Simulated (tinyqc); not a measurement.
# Polarisation charge from two barrier thicknesses

Question. VT = phiB - dEc - q sigma d/(eps0 eps_r). Find sigma, phiB - dEc and the thickness at which VT = 0.

Parameters, values chosen for the exercise:

| symbol | value | unit | meaning |
|---|---|---|---|
| eps_r | 9.5 |  | relative permittivity of barrier and channel |

Constants: q = 1.602176634e-19 C, eps0 = 8.8541878128e-14 F/cm where lengths are in cm. Results are converted to the units shown.

VT for d = 30 and 40 nm (V): -5.8994077  -8.1421369

Answer. VT is linear in d.

sigma = 1.18e13 cm^-2
phiB - dEc = 0.829 V
thickness for VT = 0 = 3.70 nm

Numbers from tinyqc (`OMP_NUM_THREADS=1 python tinyqc.py 2570024 2570025 out.jsonl`; about 0.02 s on one thread of a shared Intel Xeon 2.30GHz).
